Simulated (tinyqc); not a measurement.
# Threshold of a short bulk MOSFET: charge sharing, barrier lowering, narrow width: two studies

n-channel device on a p-type body, depletion approximation, full ionisation. Uniform doping N = Na. Vbi from Boltzmann statistics is rough for the degenerate source. Cox = eps0 eox/tox.

Values chosen for this exercise; band and dielectric values close to those of silicon:
```
symbol,value,unit,meaning
T,400,K,temperature
Eg,1.1,eV,band gap
eps_r,11.6,,relative permittivity
Nc,4.26e19,cm^-3,conduction-band density of states at T
Nv,4.13e19,cm^-3,valence-band density of states at T
eox,3.9,,relative permittivity of the gate insulator (close to silicon dioxide)
tox,4.6,nm,insulator thickness
Na,1.8e18,cm^-3,channel doping
Nsd,1e20,cm^-3,source and drain doping
Vfb,-0.84,V,flat-band voltage for the doping Na
xj,74,nm,junction depth
Vbs,0,V,body-source voltage
Vds,1,V,drain-source voltage
W,370,nm,gate width
xw,0,,shape factor of the fringing depletion at the width edges
L,150,nm,channel length
```

Constants: q = 1.602176634e-19 C, kB = 1.380649e-23 J/K, Vt = kB T/q, eps0 = 8.8541878128e-14 F/cm where lengths are in cm. Results are converted to the units shown.

Each table varies one quantity; the others keep the values above.

## Threshold roll-off against channel length

ni = sqrt(Nc Nv) exp(-Eg/(2 Vt)), Eg in volts; 2 pB = 2 Vt ln(N/ni); flat band Vfb - Vt ln(N/Na); Wd = sqrt(2 eps0 eps_r (2 pB - Vbs)/(q N)); body term q N Wd/Cox; long-channel VT0 = flat band + 2 pB + body term; Vbi = Vt ln(N Nsd/ni^2); scale length l = sqrt((eps_r/eox) tox Wd). Charge sharing (trapezoid; it ignores Vds): F = (xj/L)(sqrt(1 + 2 Wd/xj) - 1), lowering = body term times F. Barrier lowering: th = exp(-L/(2 l)) + 2 exp(-L/l), lowering = th [2 (Vbi - 2 pB) + Vds], DIBL = th. Narrow width: rise = body term times xw Wd/W. VT by each model = VT0 - lowering + rise. DIBL under 0.001 mV/V is printed as 0.

The same in every row: N (cm^-3) = 1.800e18; VT0 (V) = 1.006.

Threshold roll-off against channel length:
```
L (nm)	L/l	F	DIBL (mV/V)	VT, charge sharing (V)	VT, barrier lowering (V)
59	3.185	0.3704	286.1	0.6495	0.6410
85	4.589	0.2571	121.2	0.7587	0.8517
120	6.478	0.1821	42.27	0.8309	0.9524
180	9.717	0.1214	7.881	0.8894	0.9963
260	14.04	0.08404	0.8971	0.9254	1.005
370	19.97	0.05906	0.04598	0.9495	1.006
530	28.61	0.04123	0	0.9667	1.006
770	41.57	0.02838	0	0.9790	1.006
1100	59.38	0.01987	0	0.9872	1.006
```

VT by barrier lowering rises from 0.641 to 1.01 V and VT by charge sharing rises from 0.650 to 0.987 V. DIBL is under 100 mV/V from L = 120 nm on among the rows (th = 0.1 at L/l = 4.92). For L = 59 DIBL exceeds 250 mV/V, where the barrier formula is rough.

## Effect of the gate width

Same model as above.

Effect of the gate width:
```
W (nm)	N (cm^-3)	VT0 (V)	L/l	F	DIBL (mV/V)	VT, charge sharing (V)	VT, barrier lowering (V)
40	1.800e18	1.006	8.098	0.1457	18.05	0.8660	0.9833
74	1.800e18	1.006	8.098	0.1457	18.05	0.8660	0.9833
140	1.800e18	1.006	8.098	0.1457	18.05	0.8660	0.9833
250	1.800e18	1.006	8.098	0.1457	18.05	0.8660	0.9833
470	1.800e18	1.006	8.098	0.1457	18.05	0.8660	0.9833
870	1.800e18	1.006	8.098	0.1457	18.05	0.8660	0.9833
1600	1.800e18	1.006	8.098	0.1457	18.05	0.8660	0.9833
3000	1.800e18	1.006	8.098	0.1457	18.05	0.8660	0.9833
```

What does the table show?

As W goes from 40 to 3000, VT0 stays at 1.01 V, DIBL stays at 18.0 mV/V, F stays at 0.146 and VT by barrier lowering stays at 0.983 V. The width enters only through the rise xw Wd/W.

tinyqc, about 0.01 s, one thread, Intel Xeon 2.30GHz (shared host): `OMP_NUM_THREADS=1 python tinyqc.py 2002006 2002007 out.jsonl`
